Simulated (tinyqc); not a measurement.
# Lossy on-chip transmission line with skin effect: what changes with what

A uniform line in a homogeneous dielectric: c = sqrt(er)/(c0 Z0), l = Z0 sqrt(er)/c0 (c0 = 299792458 m/s), g = w c td, w = 2 pi f. The resistance joins its limits as r = sqrt(r_dc^2 + r_hf^2), with r_dc = rho/(wd th), r_hf = kr rho/(2 delta (wd + th)), delta = sqrt(rho/(pi f mu0)), mu0 = 4 pi 1e-7 H/m; this is an interpolation, and internal inductance, up to 0.05 nH/mm at low frequency, is neglected.

Values chosen for this exercise:

| symbol | value | unit | meaning |
|---|---|---|---|
| wd | 4.1 | um | width of the strip |
| th | 2.7 | um | thickness of the strip |
| rho | 2 | uohm cm | resistivity |
| er | 3.5 |  | relative permittivity |
| td | 0.005 |  | loss tangent |
| Z0 | 50 | ohm | lossless impedance sqrt(l/c) |
| kr | 1.2 |  | factor for crowding and the return path |
| len | 0.6 | mm | length |
| Rg | 50 | ohm | source resistance |
| RL | 100 | ohm | load resistance |
| CL | 300 | fF | load capacitance |
| f | 1.4 | GHz | frequency |

Each table varies one quantity; the others keep the values above.

## Line properties against frequency

gamma = sqrt((r + i w l)(g + i w c)) = alpha + i beta, Zc = sqrt((r + i w l)/(g + i w c)), roots with positive real part; loss 8.685889638 alpha in dB; phase velocity w/beta. ZL = 1/(1/RL + i w CL); reflection (ZL - Zc)/(ZL + Zc); Zin = Zc (ZL + Zc tanh(gamma len))/(Zc + ZL tanh(gamma len)); H = V_load/V_source = [Zin/(Zin + Rg)]/[cosh(gamma len) + (Zc/ZL) sinh(gamma len)].

Result of one run:
```
f (GHz)	r (ohm/mm)	r/(w l)	loss (dB/mm)	|Zc| (ohm)	phase velocity over c0	length in wavelengths	|H| (dB)
0.01	1.8084	92.242	0.023062	480.22	0.078476	2.5503e-4	-3.5844
```

What becomes of these results when the frequency f is changed from 0.01 to 60 GHz, all else the same?

Result of the changed run:
```
f (GHz)	r (ohm/mm)	r/(w l)	loss (dB/mm)	|Zc| (ohm)	phase velocity over c0	length in wavelengths	|H| (dB)
60	6.3362	0.053866	0.60126	50.036	0.53436	0.22472	-15.802
```

The whole series:
```
f (GHz)	r (ohm/mm)	r/(w l)	loss (dB/mm)	|Zc| (ohm)	phase velocity over c0	length in wavelengths	|H| (dB)
0.01	1.8084	92.242	0.023062	480.22	0.078476	2.5503e-4	-3.5844
0.03	1.8118	30.805	0.039555	277.58	0.13433	4.4697e-4	-3.5846
0.09	1.8219	10.326	0.066542	161.04	0.22465	8.0180e-4	-3.5851
0.3	1.8570	3.1574	0.11023	90.994	0.36470	0.0016463	-3.5879
0.8	1.9380	1.2357	0.14871	63.040	0.47031	0.0034044	-3.6009
2	2.1198	0.54063	0.17989	53.310	0.51746	0.0077355	-3.6677
7	2.7508	0.20045	0.24375	50.495	0.53201	0.026333	-4.4311
20	3.9444	0.10060	0.35923	50.126	0.53391	0.074970	-7.9825
60	6.3362	0.053866	0.60126	50.036	0.53436	0.22472	-15.802
```

r equals w l at 1.00 GHz: below it |Zc| and the delay grow as in an RC line, above it |Zc| tends to Z0 = 50 ohm and the velocity to 1/sqrt(er) = 0.535 c0. The loss goes as f^(0.49) between the first two rows and f^(0.47) between the last two. |H| is -3.58 dB in the first row and -15.8 dB in the last; between rows it can pass through resonances that the table doesn't show.

## Effect of the load resistance

Same model as above.

The same in every row: r (ohm/mm) = 2.031; r/(w l) = 0.7400; loss (dB/mm) = 0.1678; |Zc| (ohm) = 55.77; phase velocity over c0 = 0.5050; length in wavelengths = 0.005548.

Effect of the load resistance:
```
RL (ohm)	|H| (dB)
10	-15.74
25	-9.692
50	-6.146
75	-4.550
150	-2.597
500	-0.9140
10000	-0.1246
```

What does the table show?

As RL goes from 10 to 10000, the loss stays at 0.168 dB/mm, |Zc| stays at 55.8 ohm and |H| goes from -15.7 to -0.125 dB, with its highest value among the rows, -0.125 dB, at RL = 10000.

Program tinyqc, `OMP_NUM_THREADS=1 python tinyqc.py 2810115 2810116 out.jsonl`; Intel Xeon 2.30GHz, shared host, one thread, about 0.01 s.
